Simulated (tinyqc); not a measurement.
Changing the heater half-width b: the 3-omega method: a line heater on a substrate with a thin film. Computed by tinyqc, a small Python program. Command: `OMP_NUM_THREADS=1 python tinyqc.py 3009266 3009267 out.jsonl threeomega sweep`. One thread of a shared host (Intel(R) Xeon(R) Processor @ 2.30GHz), about 0.02 s of CPU time with the checks.

A current at angular frequency omega = 2 pi f heats the line at 2 omega with the amplitude P per length; the temperature swing Delta T at 2 omega gives a voltage at 3 omega. The substrate is taken as semi-infinite and isotropic, and the heat capacity of heater and film is left out.

Inputs (values chosen for the exercise, modelled on a silicon-germanium alloy on silica): substrate conductivity kappa = 1.38 W/(m K); substrate heat capacity C = 1.67 1e6 J/(m^3 K); power amplitude per length P = 1.4 W/m; current frequency f = 420 Hz; film thickness t = 540 nm; film conductivity kappa_f = 3.7 W/(m K); interface resistance R_i = 16 m^2 K/GW; substrate thickness d_s = 300 micrometre; temperature coefficient of resistance beta = 1.9 1e-3/K; voltage amplitude V_1 = 2.7 V.

Method:
- D = kappa/C; q = sqrt(2 i omega/D); penetration depth 1/|q| = sqrt(D/(2 omega)).
- Delta T_s = (P/(pi kappa)) int_0^infinity (sin x/x)^2 / sqrt(x^2 + (q b)^2) dx with (q b)^2 = i |q b|^2, averaged over the heater width (12 Gauss-Legendre points on each of the pieces 0, 14 log-spaced edges from 1e-5 to 1, and multiples of pi to 40 pi; the tail adds 1/(4 (40 pi)^2)).
- For |q| b much below 1: Delta T_s = (P/(pi kappa)) [-ln(|q| b) + eta - i pi/4], eta = 3/2 - C_E = 0.92278, with Euler's C_E = 0.5772157.
- One-dimensional flow across the film: Delta T_f = P (t/kappa_f + R_i)/(2 b); total in-phase swing Delta T = Delta T_s + Delta T_f; third-harmonic amplitude V_3 = V_1 beta |Delta T|/2 with the out-of-phase part included; the apparent film conductivity is t/(t/kappa_f + R_i).
- Take the in-phase swing at f and at 2f; in the narrow-line limit kappa = P ln 2/(2 pi [Delta T(f) - Delta T(2f)]), whatever the film and the heater width.

One run for each value; columns: (1) heater half-width b (micrometre); (2) error of the slope method (%); (3) in-phase Delta T_s (K); (4) Delta T_f (K); (5) film share of the in-phase swing; (6) |q| b:
```
(1)           (2)     (3)      (4)      (5)     (6)
0.50   6.0196e-02  1.3378  0.22672  0.14491  0.0400
0.94   2.1203e-01  1.1342  0.12060  0.09611  0.0751
1.80   7.7039e-01  0.9250  0.06298  0.06375  0.1439
3.40   2.6910e+00  0.7218  0.03334  0.04415  0.2717
12.00  2.9999e+01  0.3441  0.00945  0.02672  0.9590
22.00  9.0977e+01  0.2031  0.00515  0.02474  1.7582
42.00  2.5698e+02  0.1069  0.00270  0.02463  3.3566
80.00  5.8111e+02  0.0561  0.00142  0.02464  6.3935
```

Give the missing row, heater half-width b (micrometre) = 6.30.

Computed row; columns: (1) heater half-width b (micrometre); (2) error of the slope method (%); (3) in-phase Delta T_s (K); (4) Delta T_f (K); (5) film share of the in-phase swing; (6) |q| b:
```
(1)          (2)     (3)      (4)      (5)     (6)
6.30  8.8698e+00  0.5296  0.01799  0.03286  0.5035
```

Interpolating between the two neighbouring rows (the first column on a logarithmic scale, the others too where they are positive) misses most in in-phase Delta T_s (K), by 5.1 %. Over the rows, error of the slope method (%) rises from 0.0602 to 581 (exponent d ln y / d ln x 2.0 between the first rows and 1.3 between the last); in-phase Delta T_s (K) falls from 1.34 to 0.0561 (exponent d ln y / d ln x -0.26 between the first rows and -1.0 between the last); Delta T_f (K) falls from 0.227 to 0.00142 (exponent d ln y / d ln x about -1.0 throughout). The exponent of Delta T_f stays at -1: the flux is P/(2b). Narrow heaters keep the slope method exact and raise the film signal as 1/b, while the substrate signal changes only as ln b as long as |q| b is well below 1.

Caution (rows 0.500, 0.940): the film is not thin against the heater width, so heat spreads sideways in it and the one-dimensional step fails. Caution (all rows): the film does not conduct much worse than the substrate, so heat spreads in it and the one-dimensional step is only approximate, and wrong once kappa_f nears or exceeds kappa.
